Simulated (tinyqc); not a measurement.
# Electron mobility in a silicon inversion layer, empirical terms and Matthiessen rule: effect of the interlayer thickness

Inversion layer of sheet density Ns on a uniformly doped body, under a high-permittivity gate with an interlayer. The mobility terms are empirical power laws with prefactors chosen for the exercise; adding their inverses (Matthiessen) is itself an approximation.

ni = sqrt(Nc Nv) exp(-Eg/(2 Vt)), Eg in volts; Ndep = sqrt(2 eps0 eps_r Nb (2 Vt ln(Nb/ni) + Vsb)/q); E = q (Ndep + eta Ns)/(eps0 eps_r), in MV/cm. With t = T/(300 K): muC = Ac (Ns/1e12 cm^-2) t/(Nb/1e17 cm^-3 + Nit/1e11 cm^-2), muP = Ap E^(-1/3) t^(-1.75), muS = As E^(-gs), muR = Ar exp(2 ti/lr)/t; 1/mu is the sum of the inverses.

Values chosen for this exercise; material values close to those of silicon: temperature T = 325 K; band gap Eg = 1.13 eV; relative permittivity of the semiconductor eps_r = 11.7; conduction-band density of states at T Nc = 3.11e19 cm^-3; valence-band density of states at T Nv = 2.93e19 cm^-3; body doping Nb = 5.5e16 cm^-3; reverse body bias Vsb = 0 V; weight of the inversion charge in the effective field eta = 0.5; phonon-limited mobility at 1 MV/cm and 300 K Ap = 474 cm^2/(V s); roughness-limited mobility at 1 MV/cm As = 944 cm^2/(V s); exponent of the roughness term gs = 2; Coulomb prefactor Ac = 2200 cm^2/(V s); charge at the interface Nit = 1.1e11 cm^-2; remote-phonon mobility without interlayer Ar = 290 cm^2/(V s); decay length of remote phonons lr = 0.6 nm; inversion density Ns = 1e13 cm^-2.

Constants: q = 1.602176634e-19 C, kB = 1.380649e-23 J/K, Vt = kB T/q, eps0 = 8.8541878128e-14 F/cm where lengths are in cm. Results are converted to the units shown.

The same in every row: E (MV/cm) = 0.88825; muC (cm^2/(V s)) = 14444; muP (cm^2/(V s)) = 428.65; muS (cm^2/(V s)) = 1196.5.

Result of one run:
```
muR (cm^2/(V s))  mu (cm^2/(V s))
1978.0                     267.13
```

Which interlayer thickness ti gave this result: 0.2, 0.4, 0.6, 1 or 1.6 nm?

ti = 0.6 nm.

The whole series:
```
ti (nm)  muR (cm^2/(V s))  mu (cm^2/(V s))
0.2                521.39           193.95
0.4                1015.5           236.82
0.6                1978.0           267.13
0.8                3852.6           285.92
1                  7503.9           296.63
1.2                 14616           302.45
1.4                 28467           305.52
1.6                 55446           307.13
1.8              1.0799e5           307.96
```

As ti goes from 0.2 to 1.8 nm, E stays at 0.888 MV/cm and mu rises from 194 to 308 cm^2/(V s). The phonon term is the smallest in the first and the last row.

Numbers from tinyqc (`OMP_NUM_THREADS=1 python tinyqc.py 2510116 2510117 out.jsonl`; about 0.01 s on one thread of a shared Intel Xeon 2.30GHz).
